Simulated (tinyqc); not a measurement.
Deformation potential from the mobility gain.

Problem. Tension X along [100] raises the x valleys by D = Xu (s11 - s12) X against the y and z valleys. Their share is f = w/(w + 2), w = exp(-D/Vt), and for current along [100] mu/mu0 = [f/ml + (1 - f)/mt]/[(1/ml + 2/mt)/3]. Find f, D and Xu.

Values chosen for this exercise; values close to those of silicon: temperature T = 325 K; compliance s11 = 7.87 1/TPa; compliance s12 = -2.11 1/TPa; longitudinal mass ml = 0.882 m0; transverse mass mt = 0.185 m0.

Constants: q = 1.602176634e-19 C, kB = 1.380649e-23 J/K, Vt = kB T/q. Results are converted to the units shown.

mu/mu0 = 1.13566698
X = 200 MPa

Solution. The gain is linear in f; w = 2 f/(1 - f).

f = 0.2069
D = 18.22 meV
Xu = 9.130 eV

Computed by the program tinyqc: `OMP_NUM_THREADS=1 python tinyqc.py 2530135 2530136 out.jsonl`, one thread of a shared Intel Xeon 2.30GHz, about 0.01 s for the whole run.
